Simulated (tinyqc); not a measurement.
Long-channel MOSFET, surface-potential model: one step of the calculation.

n-channel transistor on a uniformly doped p-type body, gradual-channel approximation, constant mobility, Boltzmann statistics, full ionisation. Potentials are counted from the neutral body; V is the electron quasi-Fermi potential, Vsb at the source and Vsb + Vds at the drain. Charges are magnitudes per area.

Task. Inversion charge along the channel. The surface potential psi at channel potential V solves Vgs + Vsb - Vfb - psi = gamma sqrt(G), G = psi - Vt + Vt exp((psi - 2 phiF - V)/Vt). Charge sheet: Qi = Cox gamma [sqrt(G) - sqrt(psi - Vt)]. Pao-Sah: Qi = (Cox gamma/2) integral from 3 Vt to psi of exp((u - 2 phiF - V)/Vt)/sqrt(G(u, V)) du.

Parameters, values chosen for the exercise; material values close to those of silicon:
- T = 300 K (temperature)
- Vfb = -0.9 V (flat-band voltage)
- Vsb = 2 V (source-body reverse bias)
- Vgs = 2.69 V (gate-source voltage)

Constants: q = 1.602176634e-19 C, kB = 1.380649e-23 J/K, Vt = kB T/q. Results are converted to the units shown.

V, point 0 to 8 (V): 2  2.1  2.2  2.3  2.4  2.5  2.6  2.7  2.8
phiF = 0.45014663 V
Cox = 0.48993173 uF/cm^2
gamma = 0.80621497 V^0.5

Wanted: psi; Qi, charge sheet; Qi, Pao-Sah.

Result.

```
point  psi (V)  Qi, charge sheet (nC/cm^2)  Qi, Pao-Sah (nC/cm^2)
0        3.045                       560.6                  562.7
1        3.142                       502.4                  504.2
2        3.238                       444.5                  446.0
3        3.334                       387.0                  388.3
4        3.429                       330.0                  331.1
5        3.524                       273.6                  274.5
6        3.617                       217.9                  218.6
7        3.709                       163.3                  163.8
8        3.799                       110.4                  110.8
```

At the source the charge-sheet charge is 0.36 % below the Pao-Sah one.

Computed by the program tinyqc: `OMP_NUM_THREADS=1 python tinyqc.py 2360006 2360007 out.jsonl`, one thread of a shared Intel Xeon 2.30GHz, about 0.04 s for the whole run.
